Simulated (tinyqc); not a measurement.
Minority carriers and saturation current of a heavily doped emitter: effect of temperature on the narrowing factor.

n-type, parabolic bands, full ionisation. eta = (EF - Ec)/kB T solves N = Nc F12(eta), F12(x) = (2/sqrt(pi)) int_0^infinity sqrt(u)/(1 + exp(u - x)) du. The gap shrinks rigidly by dEg = E1 [ln(N/N0) + sqrt(ln^2(N/N0) + 0.5)], an empirical law that is here taken as the true narrowing.

Nc is given at 300 K and scales as T^1.5; dEg is held. The factor nie^2/ni^2 = exp(dEg/kB T) g, g = F12(eta) exp(-eta), divides the current gain of a transistor with this emitter.

Values chosen for this exercise; band and dielectric values close to those of silicon:

| symbol | value | unit | meaning |
|---|---|---|---|
| Nc | 2.83e19 | cm^-3 | conduction-band density of states at 300 K |
| N | 7.6e19 | cm^-3 | ionised donor density |
| E1 | 9 | meV | energy of the narrowing law |
| N0 | 9.9e16 | cm^-3 | density of the narrowing law |

Constants: q = 1.602176634e-19 C, kB = 1.380649e-23 J/K, Vt = kB T/q. Results are converted to the units shown.

Effect of temperature on the narrowing factor:
```
T (K)	eta	g	nie^2/ni^2	its logarithm
150	4.4802	0.086072	920.33	6.8247
200	3.2354	0.19412	204.12	5.3187
250	2.4537	0.30352	79.365	4.3741
300	1.9043	0.39994	41.356	3.7222
350	1.4890	0.48079	25.627	3.2437
400	1.1587	0.54750	17.754	2.8766
450	0.88637	0.60248	13.273	2.5857
```

What does the comparison show?

The factor falls from 920 to 13.3. Its slope against q/kB T is 77.9 meV between the first two rows and 90.2 meV between the last two, against dEg = 120 meV: degeneracy takes back part of the narrowing. The factor grows on cooling, so the current gain of such a transistor falls.

Range of the model: Band tails, non-parabolic bands and incomplete ionisation are left out.

Program tinyqc, `OMP_NUM_THREADS=1 python tinyqc.py 2330030 2330031 out.jsonl`; Intel Xeon 2.30GHz, shared host, one thread, about 0.01 s.
